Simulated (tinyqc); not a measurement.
Holstein polaron on two sites: one step, computed by the program tinyqc. Command: `OMP_NUM_THREADS=1 python tinyqc.py 3015291 3015292 out.jsonl holstein walk`. One thread of a shared host (Intel(R) Xeon(R) Processor @ 2.30GHz), about 0.01 s of CPU time with the checks.

One electron on sites 1 and 2: H = -t (c1+ c2 + c2+ c1) + hbar omega sum_i b_i+ b_i - g hbar omega sum_i n_i (b_i + b_i+). The symmetric phonon shifts the energy by -g^2 hbar omega/2 and drops out; with b = (b_1 - b_2)/sqrt(2) there remains H = -t sigma_x + hbar omega b+ b - (g hbar omega/sqrt(2)) sigma_z (b + b+). Parity splits it into blocks p = +1 and -1 over phonon numbers n. Zero-point energies are left out. Weights Z refer to mode b alone; the displaced symmetric mode multiplies the full zero-phonon weight by exp(-g^2/2).

Task: Levels in the small basis. Diagonalise H; the eigenvector has its largest component positive; Z is the weight of n = 0.

H, even block (meV):
```
          1         2         3         4         5
1  -13.8335  -20.4283    0.0000    0.0000    0.0000
2  -20.4283  101.4665  -28.8900    0.0000    0.0000
3    0.0000  -28.8900  178.7665  -35.3829    0.0000
4    0.0000    0.0000  -35.3829  294.0665  -40.8566
5    0.0000    0.0000    0.0000  -40.8566  371.3665
```

Give: levels; lowest eigenvector; Z in the small basis.

Result:

levels (meV): -17.5  94.6  178.3  286.5  389.9

lowest eigenvector: 0.9841  0.1754  0.0264  0.0030  0.0003

Z in the small basis = 0.9685
